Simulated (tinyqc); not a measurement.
AlGaN/GaN HEMT with access regions, lumped model: one step of the calculation.

A polarisation-induced electron sheet under a Schottky gate, in series with two ungated access regions and contacts. Drift law v = mu E/(1 + mu E/vs) under the gate. Currents in mA/mm, resistances in ohm mm. No self-heating, no channel-length modulation; fits for polarisation, barrier and offset are chosen for the exercise.

Problem. On-resistance and breakdown. sigma = (5e13 x + 1.6e13 x^2) cm^-2, phiB = 0.84 + 1.3 x, dEc = 0.7 (1.71 x + x^2) in volts, Cb = eps0 eps_r/d, VT = phiB - dEc - q sigma/Cb, access density n0 = -Cb VT/q. Ron = 2 Rc + Ls/(q mu n0) + Ld/(q mu (1 - ft) n0) + Lg/(mu Cb (Vg - VT)). Off state: a depleted stretch that holds the voltage V has the peak field sqrt(k V), k = 2 q n0/(eps0 eps_r te), so one edge holds V1 = Ec^2/k. The sheet under the plate pinches off at Vf = q n0 (1/Cb + tf/(eps0 ei)); beyond it the gate edge is screened. BV = V1 if Vf >= V1, else Vf + V1, and at most Ec Ld. Specific resistance Ron (Ls + Lg + Ld); figure of merit BV^2 over it.

Parameters, values chosen for the exercise; values close to those of AlGaN/GaN structures: aluminium share of the barrier x = 0.16; barrier thickness d = 30 nm; relative permittivity of barrier and channel eps_r = 9.2; channel mobility mu = 1700 cm^2/(V s); saturation velocity vs = 1.3e7 cm/s; gate length Lg = 0.15 um; source access length Ls = 1.5 um; drain access length Ld = 2 um; resistance of each contact Rc = 0.58 ohm mm; share of the drain-access electrons removed by traps ft = 0.15; gate voltage Vg = 1 V; critical field Ec = 3.2 MV/cm; depth over which the depleted charge spreads te = 0.24 um; insulator under the field plate tf = 300 nm; relative permittivity of that insulator ei = 7.

Constants: q = 1.602176634e-19 C, eps0 = 8.8541878128e-14 F/cm where lengths are in cm. Results are converted to the units shown.

Find: Ron; Vf; V1; BV; specific resistance; figure of merit.

Solution.

Ron = 3.2476 ohm mm
Vf = 58.319 V
V1 = 89.398 V
BV = 147.72 V
specific resistance = 0.11854 mohm cm^2
figure of merit = 184.08 MW/cm^2

The plate raises BV by a factor of 1.65.

Program tinyqc, `OMP_NUM_THREADS=1 python tinyqc.py 2570081 2570082 out.jsonl`; Intel Xeon 2.30GHz, shared host, one thread, about 0.04 s.
